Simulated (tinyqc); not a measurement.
All approximations against the coupling: Froehlich polaron in a polar crystal. Computed by tinyqc, a small Python program. Command: `OMP_NUM_THREADS=1 python tinyqc.py 3016335 3016336 out.jsonl frohlich walk`. One thread of a shared host (Intel(R) Xeon(R) Processor @ 2.30GHz), about 0.04 s of CPU time with the checks.

One electron in a parabolic band of mass m*, coupled to dispersionless LO phonons in the continuum model. Energies are in units of hbar omega unless marked, wave numbers in k_0 = sqrt(2 m* omega/hbar).

Inputs (values chosen for the exercise, modelled on cadmium telluride):
```
quantity,value,unit
band mass m*,0.0896,m_0
LO phonon energy hbar omega,21.7,meV
eps_inf,7.26,-
static dielectric constant eps_s,9.77,-
electron wave number k/k_0,0.22,-
```

Constants: hbar^2/(2 m_0) = 3.80998212 eV angstrom^2; e^2/(4 pi eps_0) = 14.39964548 eV angstrom.

Method:
- 1/eps* = 1/eps_inf - 1/eps_s; k_0 = sqrt(2 m* omega/hbar) = sqrt(m* hbar omega / (hbar^2/(2 m_0))) with m* in m_0; alpha = (e^2/(4 pi eps_0)) k_0/(2 eps* hbar omega); polaron length 1/k_0.
- Feynman's bound: E(v, w) = 3 (v - w)^2/(4 v) - (alpha v/sqrt(pi)) int_0^infinity e^-u D(u)^(-1/2) du, D = w^2 u + ((v^2 - w^2)/v)(1 - e^(-v u)); integrals by 80 Gauss-Legendre points in s from 0 to 1 with u = 40 s^2.
- Minimise over v > w > 0 (simplex search); mass m_p/m* = 1 + (alpha v^3/(3 sqrt(pi))) int u^2 e^-u D^(-3/2) du.
- Other columns: second order -alpha; Landau-Pekar Gaussian -alpha^2/(3 pi); Lee-Low-Pines mass 1 + alpha/6. The polaron energy in meV uses the given hbar omega.

coupling constant alpha = 0.265233

Energies (hbar omega) and masses (m*):
```
alpha,second order,Gaussian,Feynman,Feynman (meV),"mass, LLP","mass, Feynman",v,w
0.066,-0.066,-4.6219e-04,-0.066054,-1.4334,1.011,1.011,3.01,2.99
0.13,-0.13,-0.0017931,-0.13021,-2.8256,1.0217,1.022,3.01,2.98
0.27,-0.27,-0.0077349,-0.27091,-5.8788,1.045,1.047,3.03,2.97
0.42,-0.42,-0.018717,-0.42223,-9.1623,1.07,1.075,3.04,2.95
3.2,-3.2,-1.0865,-3.3540,-72.781,1.5333,1.999,3.46,2.52
6.2,-6.2,-4.0786,-6.9790,-151.45,2.0333,7.836,4.85,1.82
9.2,-9.2,-8.9806,-11.870,-257.57,2.5333,71,10.3,1.26
12,-12,-15.279,-18.143,-393.71,3,281.6,18.6,1.13
```

What does the comparison show, and why?

All three energies are upper bounds (-alpha through the Lee-Low-Pines state), and the Feynman value is the lowest in every row. It lies within 5 % of -alpha up to alpha = 3.2; at alpha = 12 it is 1.19 times the Gaussian value, whose alpha^2 law it approaches with a constant shift of about -3 ln 2 - 3/4 = -2.83 (here -2.86). The mass stays within 10 % of 1 + alpha/6 up to alpha = 0.42 and reaches 282 m* in the last row; w falls from 2.99 towards 1 while v grows to 18.6.

Extremes, crossings and ranges named in words are read from the listed rows.
